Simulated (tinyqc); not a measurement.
Inside a calculation. Model: spin coating of a resist or spin-on film: centrifugal thinning, evaporation and the final thickness (Emslie and Meyerhofer models). Computed by tinyqc, a small Python program that keeps every step. Command: `OMP_NUM_THREADS=1 python tinyqc.py 3111682 3111683 out.jsonl spincoat walk`. One thread of a shared host (Intel(R) Xeon(R) Processor @ 2.30GHz), about 0.07 s of CPU time with the checks. Intermediate numbers are printed to about 5 digits and carried at full precision; extremes and crossings named in words are read from the listed rows.

A Newtonian film stays uniform over the wafer; solvent and solids have the same density and the concentration is uniform through the thickness.

Inputs (values chosen for the exercise, of the order of those of a polymer resist in an ester solvent):
```
quantity,value,unit
solids volume fraction c0,0.33,-
kinematic viscosity of the solvent nu_s,2.2,mm^2/s
viscosity constant k,2000,mm^2/s
viscosity exponent gamma,3.2,-
spin speed f,5000,rpm
evaporation rate at 1000 rpm e0,0.079,micrometre/s
starting thickness h0,200,micrometre
time t,5.1,s
wafer radius R,50,mm
shrinkage in the bake,14,%
```

## Rates

omega = 2 pi f/60; nu(c) = nu_s + k c^gamma; evaporation rate e = e0 sqrt(f/1000 rpm). Flow constant K = 2 omega^2/(3 nu(c0)); Reynolds number of the air omega R^2/nu_air with nu_air = 15 mm^2/s.

omega = 523.60 1/s

nu(c0) = 59.780 mm^2/s

evaporation rate e = 0.17665 micrometre/s

flow constant K = 0.0030574 1/(micrometre^2 s)

Reynolds number of the air = 87266

## Thinning without evaporation

dh/dt = -K h^3 gives h = h0/sqrt(1 + 2 K h0^2 t); for long times h = 1/sqrt(2 K t).

h(t) without evaporation = 5.6605 micrometre

long-time form = 5.6627 micrometre

time 1/(2 K h0^2) = 0.0040885 s

The long-time form is within 0.040 %: the starting thickness is forgotten.

## The two-stage estimate

Meyerhofer estimate: flow rules until (1 - c0) K h^3 = e, then evaporation alone: h_w = (e/((1 - c0) K))^(1/3), dry film c0 h_w.

wet thickness h_w = 4.4180 micrometre

dry film, estimate = 1458.0 nm

drying time (1 - c0) h_w/e = 16.757 s

## First explicit step of the full model

Solids s and liquid l per area start at s = c0 h0, l = (1 - c0) h0. With h = h0 and c = c0: Q = K h^3, K = 2 omega^2/(3 nu); one Euler step of length dt = 0.01 h0/Q for s and l, ds/dt = -c Q, dl/dt = -(1 - c) Q - e.

Q = 24459 micrometre/s

dt = 8.1770e-05 s

s = 65.34 micrometre

l = 132.66 micrometre

Q/e at the start = 1.3846e+05

## The full model

Full model for solids s and liquid l per area, h = s + l, c = s/h: ds/dt = -c Q, dl/dt = -(1 - c) Q - e, Q = 2 omega^2 h^3/(3 nu(c)); integrated adaptively (relative tolerance 1e-9) until l = 0. Dry film = s at l = 0, before the bake; film after the bake = s x (1 - shrinkage).

time to dry = 21.664 s

dry film = 1618.7 nm

film after the bake = 1392.1 nm

## Course in time

Times are fractions of the time to dry.

History:
```
fraction,t (s),h (micrometre),c,nu (mm^2/s),Q/e,s (nm)
0.003,6.4992e-02,48.655,0.33005,59.8,1.9926e+03,16059
0.010,2.1664e-01,27.220,0.33031,60.0,3.4803e+02,8991
0.030,6.4992e-01,15.814,0.33161,60.7,6.7430e+01,5244
0.100,2.1664e+00,8.680,0.33986,65.5,1.0336e+01,2950
0.200,4.3328e+00,6.125,0.35864,77.4,3.0742e+00,2197
0.350,7.5825e+00,4.562,0.40044,109.1,8.9982e-01,1827
0.500,1.0832e+01,3.674,0.46103,170.1,3.0161e-01,1694
0.700,1.5165e+01,2.790,0.58575,363.4,6.1833e-02,1634
0.900,1.9498e+01,2.003,0.80885,1016.6,8.1813e-03,1620
```

Q/e drops below 1 between t = 4.3 and 7.6 s, when c has risen from 0.33 to about 0.400; after that row the solids fall by a further 11 %. The full model gives 1.11 times the two-stage estimate.

## Spin curve

The formulas are those given above.

Dry film against speed:
```
f (rpm),full model (nm),estimate (nm),time to dry (s)
500,5118.1,4610.5,216.26
1000,3619.4,3260.1,108.24
1500,2955.3,2661.8,72.18
2000,2559.4,2305.2,54.14
3000,2089.8,1882.2,36.10
4000,1809.8,1630.0,27.08
6000,1477.7,1330.9,18.05
```

The full thickness goes as f^-0.500; the estimate as (e/omega^2)^(1/3) = f^(-1/2). The time to dry goes as f^-1.00. A thickness window of 1 % allows a speed error of about 2 %.

Checks made by the program: constant-viscosity run against c0 h0 exp(-int K h^2 dt) (relative difference 1e-05).
